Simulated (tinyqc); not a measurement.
Plain band against climbing image: nudged elastic band on a two-dimensional model surface. Computed by tinyqc, a small Python program. Command: `OMP_NUM_THREADS=1 python tinyqc.py 3015259 3015260 out.jsonl neb walk`. One thread of a shared host (Intel(R) Xeon(R) Processor @ 2.30GHz), about 0.3 s of CPU time with the checks.

V(x, y) = h u^2 + t x + (kappa/2)(y + c u)^2 with u = x^2/w^2 - 1; the path runs from the minimum near (-w, 0) to that near (w, 0).

Inputs (values chosen for the exercise, for a model surface):

| quantity | value | unit |
|---|---|---|
| height h | 0.42 | eV |
| half width w | 1.2 | angstrom |
| transverse stiffness kappa | 4.6 | eV/angstrom^2 |
| curvature c | 0.74 | angstrom |
| tilt t | 0.042 | eV/angstrom |
| spring constant k_s | 2.2 | eV/angstrom^2 |
| step factor eta | 0.037 | angstrom^2/eV |

Surface: curved double well. Climbing image: on.

Method:
- Newton steps x(new) = x - H^-1 grad V (moves limited to 0.3 angstrom) from (-w, 0), (w, 0) and (0, c) give the two minima and the saddle.
- Tangent at image i: towards the higher neighbour if the energies rise or fall through i; at a maximum or minimum, tau = t+ dmax + t- dmin if V(i+1) > V(i-1), else t+ dmin + t- dmax, with t+ = R(i+1) - R(i), t- = R(i) - R(i-1) and dmax, dmin the larger and smaller of |V(i+1) - V(i)| and |V(i-1) - V(i)|; then normalise. Force F = -grad V + (grad V.tau) tau + k_s (|t+| - |t-|) tau.
- With a climbing image, the highest image feels instead F = -grad V + 2 (grad V.tau) tau and no spring.
- Update R(new) = R + eta F; the end points stay fixed.
- Images are counted without the end points, and convergence is judged on the largest force on an image. Each run starts on the straight line with the same k_s and eta, for at most 1500 iterations; errors are against the Newton saddle; a dash marks a run that did not reach 1e-4 eV/angstrom.

positions (angstrom):
```
               x         y
start   -1.21761  -0.02188
end      1.18158   0.02255
saddle   0.03603   0.73933
```

energies (eV): start -0.050772, end 0.050016, saddle 0.420756

barrier from the start = 0.471529 eV

Error of the highest image (meV) and iterations:

| images | plain, error | plain, iterations | climbing, error | climbing, iterations |
|---|---|---|---|---|
| 2 | -92.933 | 64 | 0 | 177 |
| 3 | -2.570 | 104 | 0 | 139 |
| 4 | -29.213 | 121 | 0 | 167 |
| 5 | -2.555 | 166 | 0 | 145 |
| 6 | -11.947 | 178 | 0 | 178 |
| 8 | -5.531 | 227 | 0 | 216 |
| 10 | -2.702 | 265 | 0 | 263 |

What follows from these numbers?

The plain band underestimates the barrier by 2.56 to 92.93 meV, depending on how near an image falls to the saddle (worst for 2 images, best for 5). The climbing image is within about 0.001 meV in every converged run, so few images suffice for the barrier.

Extremes, crossings and ranges named in words are read from the listed rows.
